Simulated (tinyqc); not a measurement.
Where in the gap a trap does harm: carrier lifetime from Shockley-Read-Hall, radiative, Auger and surface recombination. Computed by tinyqc, a small Python program. Command: `OMP_NUM_THREADS=1 python tinyqc.py 3008486 3008487 out.jsonl lifetime walk`. One thread of a shared host (Intel(R) Xeon(R) Processor @ 2.30GHz), about 0.02 s of CPU time with the checks.

Energies are counted from the top of the valence band. Boltzmann statistics, full ionisation, and equal excess densities of electrons and holes.

Inputs (values chosen for the exercise, with bands modelled on GaAs):
```
quantity                          value   unit
gap E_g                            1.44     eV
electron mass m_e                0.0684    m_0
valleys M_c                           1      -
hole mass m_h                      0.55    m_0
temperature T                       350      K
doping N                        2.4e+14  cm^-3
trap level E_t                     1.21     eV
trap density N_t                7.4e+13  cm^-3
electron cross-section sigma_n  3.2e-16   cm^2
hole cross-section sigma_p      2.6e-14   cm^2
```

Doping: p-type. Surface term: two equal surfaces.

Constants: m_0 = 9.1093837015e-31 kg; k_B = 1.380649e-23 J/K; h = 6.62607015e-34 J s; k_B = 8.617333262e-05 eV/K.

Method:
- N_c = 2 M_c (2 pi m_e k_B T/h^2)^(3/2) and N_v = 2 (2 pi m_h k_B T/h^2)^(3/2), masses in units of m_0.
- n_i = sqrt(N_c N_v) exp(-E_g/2 k_B T); majority density N/2 + sqrt(N^2/4 + n_i^2), minority density n_i^2 over it.
- v = sqrt(3 k_B T/m) with m_e or m_h; tau_n0 = 1/(sigma_n v_n N_t), tau_p0 = 1/(sigma_p v_p N_t); n1 = N_c exp(-(E_g - E_t)/k_B T), p1 = N_v exp(-E_t/k_B T).
- Low injection: tau = [tau_p0 (n_0 + n1) + tau_n0 (p_0 + p1)]/(n_0 + p_0). Depleted region (n = p = 0): generation lifetime tau_g = (tau_p0 n1 + tau_n0 p1)/n_i. n1 = N_c exp(-(E_g - E_t)/k_B T), p1 = N_v exp(-E_t/k_B T).

tau_p0 = 3.05552e-08 s

n_0 = 55.9518 cm^-3

N_c = 5.65687e+17 cm^-3

tau_n0 = 8.75497e-07 s

p_0 = 2.40e+14 cm^-3

N_v = 1.28984e+19 cm^-3

n_i = 1.15881e+08 cm^-3

The same trap at other energies:
```
E_t (eV)  SRH lifetime (s)  generation lifetime (s)
0.086           2.7188e-03               5.6290e+03
0.216           3.7377e-05               7.5599e+01
0.360           1.1837e-06               6.3827e-01
0.504           8.7810e-07               5.3889e-03
0.648           8.7552e-07               4.5498e-05
0.720           8.7550e-07               4.1870e-06
0.792           8.7550e-07               4.5377e-07
0.936           8.7550e-07               8.2516e-06
1.080           8.7597e-07               9.7696e-04
1.224           9.3137e-07               1.1571e-01
1.354           5.0356e-06               8.6159e+00
```

What does the comparison show, and why?

The SRH lifetime (other channels left aside) stays within 10 % of its least value, among these rows, from E_t = 0.504 to 1.224 eV. The generation lifetime has a sharp minimum, among these rows at 0.792 eV and exactly at 0.818 eV, where tau_p0 n1 = tau_n0 p1, since generation needs two thermal jumps and the larger one rules. Caution: the trap density is not small against the doping, so trapped charge breaks the equality of the excess densities.

Extremes, crossings and ranges named in words are read from the listed rows.
